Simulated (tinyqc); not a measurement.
Carrier statistics of a doped semiconductor with parabolic bands: sweeps and comparisons. A value that a table varies takes the place of the one given here.

Eg(T) = Eg0 - al T^2/(T + be); m_de = Mv^(2/3) (ml mt^2)^(1/3); m_dh = (mhh^(3/2) + mlh^(3/2))^(2/3); Nc and Nv from N = 2 (m kB T/(4 pi c))^(3/2) with c = hbar^2/2m0, in 1/angstrom^3; times 1e24 for 1/cm^3.

Energies are counted from Ev, so Ec = Eg. n = Nc F_1/2((EF - Eg)/kT), p = Nv F_1/2(-EF/kT), ND+ = ND/(1 + 2 exp((EF - Eg + ED)/kT)), NA- = NA/(1 + 4 exp((EA - EF)/kT)); neutrality asks p + ND+ = n + NA-. F_j(eta) = (1/Gamma(j + 1)) integral_0^infinity x^j dx/(1 + exp(x - eta)), which tends to exp(eta) for eta << 0.

Constants: hbar^2/2m0 = 3.80998211 eV angstrom^2; kB = 8.617333262e-05 eV/K.

Inputs chosen for the exercise (near those of InSb; not measured data): Eg0 = 0.2367 eV (gap at 0 K); al = 0.000325 eV/K (Varshni alpha); be = 168 K (Varshni beta); ml = 0.0135 m0 (longitudinal electron mass); mt = 0.0135 m0 (transverse electron mass); Mv = 1 (equivalent valleys); mhh = 0.42 m0 (heavy-hole mass); mlh = 0.0153 m0 (light-hole mass); ND = 4.3e+13 1/cm^3 (donors); NA = 5.6e+12 1/cm^3 (acceptors); ED = 0.00102 eV (donor level below Ec); EA = 0.0101 eV (acceptor level above Ev); T = 350 K.

## Temperature

Neutrality solved at each temperature; ni = sqrt(Nc Nv) exp(-Eg/2kT).

Carriers (1/cm^3):
```
T (K)  EF (eV)         n         p  majority / |ND - NA|        ni  Eg (eV)
10      0.2345  2.13e+13    <1e-99                 0.569  7.96e-45   0.2365
20      0.2307  3.12e+13  8.55e-42                 0.834  1.65e-14   0.2360
40      0.2205  3.54e+13  5.60e-11                 0.945      44.6   0.2342
77      0.1961  3.67e+13  1.31e+05                 0.981  2.20e+09   0.2288
120     0.1627  3.73e+13  2.56e+11                 0.997  3.09e+12   0.2205
200     0.1457  8.34e+14  8.00e+14                  22.3  8.22e+14   0.2014
300     0.1558  1.66e+16  1.66e+16                   445  1.79e+16   0.1742
400     0.1692  7.79e+16  7.79e+16              2.08e+03  9.76e+16   0.1452
500     0.1859  1.97e+17  1.97e+17              5.27e+03  2.95e+17   0.1151
600     0.2046  3.70e+17  3.70e+17              9.89e+03  6.51e+17   0.0844
```

Ionisation is incomplete: the majority density is below 90 % of the net doping at 10 and 20 K, down to a share of 0.57. It is within 10 % of the net doping at 40, 77 and 120 K. At 200, 300, 400, 500 and 600 K thermal pairs lift it more than 10 % above the net doping; ni has reached 6.51e+17 1/cm^3 at 600 K against a net doping of 3.74e+13. For so narrow a gap the hottest rows are formal: EF can enter a band, where the Boltzmann ni is too large, and the crystal may melt. EF goes from 0.234 eV to 0.205 eV, where midgap is 0.042 eV and the intrinsic level (Boltzmann) 0.176 eV.

## Doping level

Only donors are present (NA = 0); eta is the distance of EF beyond the conduction edge in units of kT.

Neutral state:
```
ND (1/cm^3)  EF (eV)  majority (1/cm^3)  ionised share   eta
1.0e+14       0.1620           4.02e+16          0.310  0.07
1.0e+15       0.1622           4.03e+16          0.309  0.08
1.0e+16       0.1633           4.15e+16          0.301  0.11
1.0e+17       0.1726           5.24e+16          0.241  0.42
1.0e+18       0.2052           1.07e+17          0.097  1.50
3.0e+18       0.2265           1.56e+17          0.050  2.21
1.0e+19       0.2517           2.27e+17          0.022  3.05
3.0e+19       0.2759           3.07e+17          0.010  3.85
```

The impurity level lies at 0.1588 eV. The ionised share falls from 0.310 to 0.010 as EF moves further beyond it; it is below one half from 1e+14 1/cm^3 on. Over the last two rows the doping grows threefold and the majority density by a factor 1.35. EF comes within 3 kT of the majority band edge from 1e+14 1/cm^3 on. With a gap of only 5.3 kT the crystal is intrinsic at low doping, and EF can lie near or inside the band with the lighter mass. Above roughly 1e+14 1/cm^3 (N^(1/3) a = 0.26, with the radius a = sqrt(c/(m E)) from the ionisation energy E and the mass (ml mt^2)^(1/3)) the levels merge with the band and real ionisation is complete; sharp levels then overstate freeze-out.

## What each input does

Neutrality solved anew for each case. Each row changes one parameter from the base and keeps the others.

Results:
```
case                  EF (eV)  n (1/cm^3)  p (1/cm^3)
base                   0.1620    4.02e+16    4.02e+16
T = 390 K              0.1677    6.92e+16    6.92e+16
ND = 2.15e+13 1/cm^3   0.1620    4.02e+16    4.02e+16
NA = 2.8e+12 1/cm^3    0.1620    4.02e+16    4.02e+16
Eg0 = 0.2867 eV        0.1848    1.89e+16    1.89e+16
mt = 0.0162 m0         0.1590    4.45e+16    4.45e+16
mhh = 0.504 m0         0.1667    4.52e+16    4.52e+16
ED = 0.0015 eV         0.1620    4.02e+16    4.02e+16
```

The largest shifts from the base row, up to three for each result and ties (the steps differ in size, so this ranks the rows, not the parameters). EF (eV): Eg0 +0.0228, T +0.0057, mhh +0.0046; unchanged at the printed digits by ND, NA and ED. n (1/cm^3): T +2.90e+16, Eg0 -2.13e+16, mhh +5.05e+15; unchanged at the printed digits by ND, NA and ED. p (1/cm^3): T +2.90e+16, Eg0 -2.13e+16, mhh +5.05e+15; unchanged at the printed digits by ND, NA and ED.

Program tinyqc; command `OMP_NUM_THREADS=1 python tinyqc.py 1651340 1651341 out.jsonl`; about 0.01 s on one thread of a shared Intel(R) Xeon(R) Processor @ 2.30GHz.
